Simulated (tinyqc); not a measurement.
Inside a calculation. Model: a square-lattice strip 2 sites wide, recursive Green functions.

Numbers from tinyqc (`OMP_NUM_THREADS=1 python tinyqc.py 2660045 2660046 out.jsonl`; about 0.01 s on one thread of a shared Intel Xeon 2.30GHz). Printed values are rounded.

The device has N = 3 slices of 2 site(s), nearest-neighbour hopping -t, and site energies U; the leads are semi-infinite continuations with site energy 0. V = <i+1|H|i> = -t 1.

Parameters, values chosen for the exercise:

| symbol | value | unit | meaning |
|---|---|---|---|
| t | 1.6 | eV | hopping (matrix element -t) |
| U | [0.06, -0.31, 0.07, 0.07, 0.08, -0.33] | eV | site energies, slice by slice (2 a slice) |
| E | 1.49 | eV | energy |

## Self-energy of the leads

Transverse modes n = 1..2: chi_n(j) = sqrt(2/3) sin(pi n j/3), energy e_n = -2 t cos(pi n/3). Sigma = t^2 sum_n chi_n chi_n^T g(E - e_n), g(x) = (x - i sqrt(4 t^2 - x^2))/(2 t^2) for |x| < 2 t and (x - sign(x) sqrt(x^2 - 4 t^2))/(2 t^2) otherwise; Gamma = i (Sigma - Sigma^dagger); both leads give the same.

Sigma (eV):
```
                  1                 2
1  0.74500-1.00748i  0.80000+0.59158i
2  0.80000+0.59158i  0.74500-1.00748i
```

Gamma (eV):
```
          1         2
1   2.01496  -1.18315
2  -1.18315   2.01496
```

open modes = 2

## Slice 1

Forward pass: g_1 = (E - H_1 - Sigma)^(-1), g_i = (E - H_i - V g_(i-1) V^dagger)^(-1), with Sigma also subtracted on the last slice; G_(i,1) = g_i V G_(i-1,1), starting from g_1. H_i is the block of slice i: its site energies on the diagonal and -t between neighbouring rows.

g_1 (1/eV):
```
                    1                   2
1  0.276047-0.450360i  0.270483+0.237996i
2  0.270483+0.237996i  0.304301-0.319395i
```

## Slice 2

As before.

g_2 (1/eV):
```
                    1                   2
1  0.204289-0.342892i  0.343971+0.240901i
2  0.343971+0.240901i  0.314427-0.415223i
```

G_(2,1) (1/eV):
```
                     1                    2
1   0.099723+0.063416i  -0.509563+0.129093i
2  -0.619701+0.201423i   0.001976+0.127609i
```

## Slice 3

As before.

g_3 (1/eV):
```
                    1                   2
1  0.098384-0.833723i  0.087450-0.478969i
2  0.087450-0.478969i  0.130089-0.748941i
```

G_(3,1) (1/eV):
```
                     1                    2
1  -0.167944-0.380048i  -0.190061-0.716397i
2  -0.174933-0.716965i  -0.180958-0.432760i
```

## Transmission and its channels

T(E) = Tr[Gamma G_(N,1) Gamma G_(N,1)^dagger]. The non-zero eigenvalues T_n of the matrix under the trace are the channel transmissions; Fano factor sum T_n (1 - T_n)/sum T_n.

T(E) = 1.95041
T_n: 0.989448  0.960962
Fano factor = 0.0245872

With 2 open mode(s) in the leads T(E) cannot exceed 2. Inverting the whole matrix gives the same value.
